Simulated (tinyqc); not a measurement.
Position of the support ring: thermal and gravitational stress in a wafer during furnace and rapid thermal processing, and the onset of slip. Computed by tinyqc, a small Python program. Command: `OMP_NUM_THREADS=1 python tinyqc.py 3000946 3000947 out.jsonl slip walk`. One thread of a shared host (Intel(R) Xeon(R) Processor @ 2.30GHz), about 0.01 s of CPU time with the checks.

A thin free disc in plane stress, isotropic; T(r) = T_centre + dT (r/R)^n. Stress is positive in tension; sigma_SB = 5.670374419e-8 W/(m^2 K^4), g = 9.80665 m/s^2.

Inputs (values chosen for the exercise, for a model wafer):
```
quantity          value        unit
wafer radius R      225          mm
thickness t         925  micrometre
Poisson ratio nu   0.24           -
density rho        2330      kg/m^3
```

Method. Own weight q = rho g t on a ring of radius b R, x = r/R: moments of an edge-supported plate, M_r = q R^2 (3 + nu)(1 - x^2)/16 and M_t = q R^2 [(3 + nu) - (1 + 3 nu) x^2]/16, less the uniform moment inside the ring load, q R^2 [(1 - nu)(1 - b^2) - 2 (1 + nu) ln b]/8; stress at the lower face = 6 M/t^2.

Stress at the lower face (MPa):
```
b      centre  radial at ring  hoop at ring  largest in size
0.40  -1.2107         -1.4538       -1.3397           1.4538
0.50  -0.6275         -1.0073       -0.8291           1.0073
0.60  -0.1250         -0.6720       -0.4154           0.6720
0.65   0.1058         -0.5362       -0.2350           0.5362
0.70   0.3262         -0.4183       -0.0690           0.4183
0.75   0.5384         -0.3163        0.0847           0.5384
0.80   0.7438         -0.2287        0.2275           0.7438
0.90   1.1389         -0.0918        0.4856           1.1389
1.00   1.5194          0.0000        0.7128           1.5194
```

What does the comparison show, and why?

Among these rows the largest stress is least, 0.418 MPa, for a ring at 0.7 R, 3.6 times below edge support: the overhang balances the sag of the centre. All values scale as R^2/t.

Extremes, crossings and ranges named in words are read from the listed rows.
